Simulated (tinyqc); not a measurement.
p-n heterojunction, non-linear Poisson equation by Newton steps, Boltzmann statistics: course of the Newton iteration.

One dimension, material 1 (p-type) at x < 0 and material 2 (n-type) at x > 0. Band edges: Ec = -psi in material 1 and -psi + dEc in material 2, Ev = Ec - Eg. Flat quasi-Fermi levels: 0 for holes, +V for electrons. n = Nc F((EFn - Ec)/Vt), p = Nv F((Ev - EFp)/Vt), with F(eta) = exp(eta) (Boltzmann statistics); full ionisation, no interface charge, classical densities; the doping types are chosen for the exercise.

a_i = eps0 eps_r/h_i for the interval from node i to i + 1, with h_i = x_(i+1) - x_i in cm.

Start: psi_L on the nodes of material 1 and psi_R on those of material 2.

n_i = Nc F(a_n), a_n = (V - Ec_i)/Vt; p_i = Nv F(a_p), a_p = (Ec_i - Eg)/Vt; rho_i = p_i - n_i + C_i with C = -N1 or +N2; g_i = (n_i + p_i)/Vt. Box widths w_i = (h_(i-1) + h_i)/2 in cm. Residual F_i = a_i (psi_(i+1) - psi_i) - a_(i-1) (psi_i - psi_(i-1)) + q rho_i w_i; Jacobian: a_(i-1) and a_i beside the diagonal, b_i = -a_(i-1) - a_i - q g_i w_i on it. The two end nodes are fixed.

Solve the tridiagonal system a_(i-1) d_(i-1) + b_i d_i + a_i d_(i+1) = -F_i for nodes 1 to 10, with d = 0 on fixed nodes. If the largest |d| exceeds 4 Vt, the whole step is scaled down so that it equals 4 Vt.

Stop when the largest undamped |d| is below 1e-9 V, or after 12 iterations.

Parameters, values chosen for the exercise; band and dielectric values those of a made-up pair: temperature T = 300 K; band gap of material 1 Eg1 = 3.97 eV; relative permittivity of material 1 er1 = 9.8; conduction-band density of states of material 1 Nc1 = 2.35e18 cm^-3; valence-band density of states of material 1 Nv1 = 3.93e19 cm^-3; band gap of material 2 Eg2 = 4.22 eV; relative permittivity of material 2 er2 = 10.1; conduction-band density of states of material 2 Nc2 = 2.63e18 cm^-3; valence-band density of states of material 2 Nv2 = 5.39e19 cm^-3; conduction-band offset Ec2 - Ec1 dEc = 0.32 eV; acceptor density of material 1 N1 = 1.4e17 cm^-3; donor density of material 2 N2 = 1.2e17 cm^-3; bias of side 1 against side 2 V = 0 V.

Constants: q = 1.602176634e-19 C, kB = 1.380649e-23 J/K, Vt = kB T/q, eps0 = 8.8541878128e-14 F/cm where lengths are in cm. Results are converted to the units shown.

```
node  x (nm)  material
0       -252         1
1       -175         1
2       -116         1
3      -70.6         1
4      -36.2         1
5        -10         1
6         10         2
7       37.3         2
8       74.5         2
9        125         2
10       195         2
11       289         2
```

eps_r, interval 0 to 10: 9.8  9.8  9.8  9.8  9.8  9.94774  10.1  10.1  10.1  10.1  10.1
psi_L = -3.82426 V
psi_R = 0.240188 V

Course of the iteration:
```
iteration  largest |F| (C/cm^2)  largest |d| (V)  at node
1                       1.79e-6            0.621        6
2                       1.63e-6             1.43        6
3                       1.51e-6             1.38        6
4                       1.40e-6             1.37        6
5                       1.29e-6             1.38        6
6                       1.20e-6             1.26        6
7                       1.10e-6             1.14        6
8                       9.99e-7             1.04        6
9                       8.99e-7            0.945        6
10                      8.01e-7            0.864        6
11                      7.05e-7            0.800        6
12                      6.14e-7            0.742        6
```

Did this iteration meet its convergence test, and what does its course show?

No. Not converged within 12 iterations. Every late step is cut to 4 Vt = 0.103 V while the full step still asks for 0.742 V: the cap is too tight for the distance left. A rerun with full Newton steps from the same start converges in 8 iterations.

Program tinyqc, `OMP_NUM_THREADS=1 python tinyqc.py 2040167 2040168 out.jsonl`; Intel Xeon 2.30GHz, shared host, one thread, about 0.04 s.
